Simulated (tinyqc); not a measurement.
Comparisons within one model: round or elliptic silicon nanowire with anisotropic valleys (Ritz method). A value that a table varies takes the place of the one given here.

Wire along x = [110] on a (001) wafer, y = [-110], z = [001]. Valley groups (w = inverse masses): A, two valleys along z: w_y = 1/mt, w_z = 1/ml, m_x = mt; B, four valleys in the wafer plane: w_y = (1/ml + 1/mt)/2, w_z = 1/mt, m_x = (ml + mt)/2.

Hard wall on the ellipse (y/a)^2 + (z/b)^2 = 1, c = hbar^2/2m0. With u = y/a, v = z/b the operator is -c [(w_y/a^2) d2/du2 + (w_z/b^2) d2/dv2] on the unit disc. Basis (1 - u^2 - v^2) u^i v^j; S, X and Y are the disc integrals of f f', (df/du)(df'/du) and (df/dv)(df'/dv), from the integral of u^p v^q = 2 Gamma((p+1)/2) Gamma((q+1)/2)/((p + q + 2) Gamma((p+q+2)/2)) for even p, q; H = c (w_y X/a^2 + w_z Y/b^2).

Converged values use 21 functions of each parity class (e or o in u, then in v).

Constants: hbar^2/2m0 = 3.80998211 eV angstrom^2.

Values chosen for the exercise (near those of a Si nanowire; not measured data):
- ml = 0.924 m0 (longitudinal mass)
- mt = 0.193 m0 (transverse mass)
- a = 16 angstrom (semi-axis along y)
- b = 22 angstrom (semi-axis along z)
- asp = (0.4, 0.6, 0.8, 1, 1.3, 1.8, 2.5) (ratios a/b)
- area = 11.1 nm^2 (cross-section, kept fixed)
- hw = 1.5 (height over mean width)

## Size of the basis

Lowest level of each group with 1, 3, 6 and 21 even functions.

Levels (meV):
```
functions       A       B
1          256.90  262.19
3          240.13  252.73
6          239.51  252.68
21         239.50  252.68
```

One function errs by 7.3 % for A and 3.8 % for B, six by 0.0098 and 4.4e-05 meV. The error grows with the axis ratio of the stretched ellipse (3.01, 1.07); for a circle it is 6/5.783 - 1 = 3.7 %.

## Flattening the wire at fixed area

a = sqrt(area x ratio/pi), b = a/ratio, 1 nm^2 = 100 angstrom^2; lowest level of each group.

Levels (eV):
```
a/b  a (angstrom)  b (angstrom)       A       B
0.4          11.9          29.7  0.3889  0.3050
0.6          14.6          24.3  0.2768  0.2592
0.8          16.8          21.0  0.2226  0.2513
1.0          18.8          18.8  0.1920  0.2588
1.3          21.4          16.5  0.1669  0.2831
1.8          25.2          14.0  0.1503  0.3384
2.5          29.7          11.9  0.1489  0.4268
```

Each group is lowest where its stretched ellipse is a circle, at a/b = sqrt(w_y/w_z): 2.19 for A and 0.78 for B. The lowest group is B in the first row and A in the last, crossing between a/b = 0.6 and 0.8; B - A is -84 meV in the first row and +278 meV in the last.

## Shape of the cross-section

Equal area, hard walls, lowest level of -c (w_y d2/dy2 + w_z d2/dz2), c = hbar^2/2m0. Rectangle W x H with H/W = hw; ellipse with b/a = hw; trapezoid of height H, base W/0.8 and top 0.6 of the base; isosceles triangle of height H and base 2W. Ellipse, trapezoid and triangle by converged Ritz bases; 1 nm^2 = 100 angstrom^2.

Levels:
```
shape      A (eV)  B (eV)  B - A (meV)
rectangle  0.2877  0.2762        -11.6
ellipse    0.2548  0.2540         -0.8
trapezoid  0.2704  0.2804         10.0
triangle   0.2046  0.3284        123.8
```

W = 27.2 angstrom
H = 40.8 angstrom

For group A the order is triangle, ellipse, trapezoid, rectangle, spanning 41 %. For group B the order is ellipse, rectangle, trapezoid, triangle, spanning 29 %. The ellipse lies below the rectangle for both groups, since corners hold little of the wave function. The triangle is lowest for A, whose light mass lies across the width and gains from the wide base. The spacing B - A of the valley groups runs from -12 to 124 meV.

## What each parameter does

Lowest level of groups A and B. Each row changes one parameter from the base and keeps the others.

Results:
```
case             A (eV)  B (eV)  B - A (meV)
base             0.2395  0.2527         13.2
a = 14 angstrom  0.3031  0.2937         -9.4
b = 20 angstrom  0.2458  0.2775         31.7
ml = 1.035 m0    0.2362  0.2502         14.0
mt = 0.212 m0    0.2208  0.2321         11.4
```

The largest shifts from the base row, up to three for each result and ties (the steps differ in size, so this ranks the rows, not the parameters). A (eV): a +0.0636, mt -0.0187, b +0.0063. B (eV): a +0.0410, b +0.0248, mt -0.0206. B - A (meV): a -22.6, b +18.5, mt -1.8.

Computed by tinyqc, a small Python program: `OMP_NUM_THREADS=1 python tinyqc.py 1281820 1281821 out.jsonl` (the numbers bound the seed that draws the inputs); one thread of a shared host (Intel(R) Xeon(R) Processor @ 2.30GHz), about 0.07 s for the whole set of steps.
